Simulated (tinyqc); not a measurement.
Trading HF for NH4F at fixed fluoride: speciation in dilute and buffered hydrofluoric acid, oxide etch rate and bath loading. Computed by tinyqc, a small Python program. Command: `OMP_NUM_THREADS=1 python tinyqc.py 3120505 3120506 out.jsonl hfetch walk`. One thread of a shared host (Intel(R) Xeon(R) Processor @ 2.30GHz), about 0.01 s of CPU time with the checks.

Concentrations stand for activities, NH4+ and Cl- are spectators, and water ionisation is neglected. H, F and HF2 denote the ions H+, F- and HF2-. The base temperature is 298 K.

Inputs (values chosen for the exercise, of the order of those for thermal oxide at room temperature):
```
quantity                            value            unit
HF added                              2.5           mol/L
NH4F added                            1.6           mol/L
K1 = [H][F]/[HF]                 0.000697           mol/L
K2 = [HF2]/([HF][F])                 3.54           L/mol
K3 = [H2F2]/[HF]^2                   3.06           L/mol
rate constant of neutral HF k_a       8.1  nm L/(min mol)
rate constant of HF2 k_b               46  nm L/(min mol)
```

Method:
- Fluoride balance: [HF] + [F] + 2 [HF2] + 2 [H2F2] = HF added + NH4F added. Acid balance: [H] + [HF] + [HF2] + 2 [H2F2] = HF added + HCl added. For a trial [H], [HF] = [H][F]/K1, and the fluoride balance is a quadratic in [F].
- Rate = k_a ([HF] + 2 [H2F2]) + k_b [HF2], an empirical two-term form.
- Total fluoride is held at HF + NH4F added, without HCl; x is the share added as HF.

Against x:
```
x         pH  [F] (mol/L)  [HF] (mol/L)  [HF2] (mol/L)  rate (nm/min)
0.05  5.5664   3.7057e+00       0.01443         0.1893          8.835
0.15  4.9053   2.9393e+00       0.05245         0.5457         25.664
0.30  4.2830   1.9072e+00       0.14261         0.9629         46.455
0.40  3.9349   1.3634e+00       0.22722         1.0967         54.848
0.50  3.6300   9.5784e-01       0.32217         1.0924         58.005
0.60  3.3577   6.6243e-01       0.41706         0.9780         56.989
0.75  2.9591   3.4846e-01       0.54935         0.6776         50.581
0.90  2.4222   1.2303e-01       0.66763         0.2908         40.878
1.00  1.3677   1.1923e-02       0.73350         0.0310         34.036
```

What does the comparison show, and why?

[HF2] is largest at x = 0.4 and the rate at x = 0.5 among these rows; HF2 needs both HF and F. At its best the mixture etches 1.70 times as fast as HF alone.

Extremes, crossings and ranges named in words are read from the listed rows.
